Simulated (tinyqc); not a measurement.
Closable height against the size of the gap: wafer bonding and layer transfer: bond energy, gap closing, particles, bonding of dissimilar wafers and hydrogen blisters. Computed by tinyqc, a small Python program. Command: `OMP_NUM_THREADS=1 python tinyqc.py 3012417 3012418 out.jsonl bond walk`. One thread of a shared host (Intel(R) Xeon(R) Processor @ 2.30GHz), about 0.01 s of CPU time with the checks.

gamma is the energy per area of each of the two surfaces; plates are isotropic.

Inputs (values chosen for the exercise, with wafer 1 close to silicon): Young's modulus E1 = 138 GPa; Young's modulus E2 = 101 GPa; Poisson ratio nu = 0.18; thickness t1 = 725 micrometre; thickness t2 = 1000 micrometre; blade thickness t_b = 150 micrometre; crack length L = 17 mm.

Pair: two different wafers.

Method. Two cantilevers opened by t_b: gamma = 3 t_b^2 E1 t1^3 E2 t2^3/(16 L^4 (E1 t1^3 + E2 t2^3)). E' = E1/(1 - nu^2), equal wafers of thickness t1 assumed. A gap of radius R closes if h_g < h_c: h_c = R^2/sqrt((2/3) E' t1^3/gamma) for R > 2 t1 (plate bending), h_c = 3.6 sqrt(R gamma/E') for R < 2 t1 (local deformation).

bond energy gamma = 1.74680 J/m^2

Gap closing:
```
R (mm)    regime    h_c (nm)  slope h_c/R
1.00e-04   local  3.9841e+00     0.039841
1.00e-03   local  1.2599e+01     0.012599
1.00e-02   local  3.9841e+01     0.003984
1.00e-01   local  1.2599e+02     0.001260
5.00e-01   local  2.8172e+02     0.000563
2.00e+00   plate  8.7827e+02     0.000439
5.00e+00   plate  5.4892e+03     0.001098
2.00e+01   plate  8.7827e+04     0.004391
5.00e+01   plate  5.4892e+05     0.010978
```

Roughness of 100 nm scale may be 4.0 nm in half height, waviness of radius 5 cm as much as 550 micrometre: h_c goes as R^(1/2) when the wafer deforms locally and as R^2 when it bends. The allowed slope is least near R = 2 t1, so defects about 4 t1 wide are the hardest to close; bow matters little.

Extremes, crossings and ranges named in words are read from the listed rows.
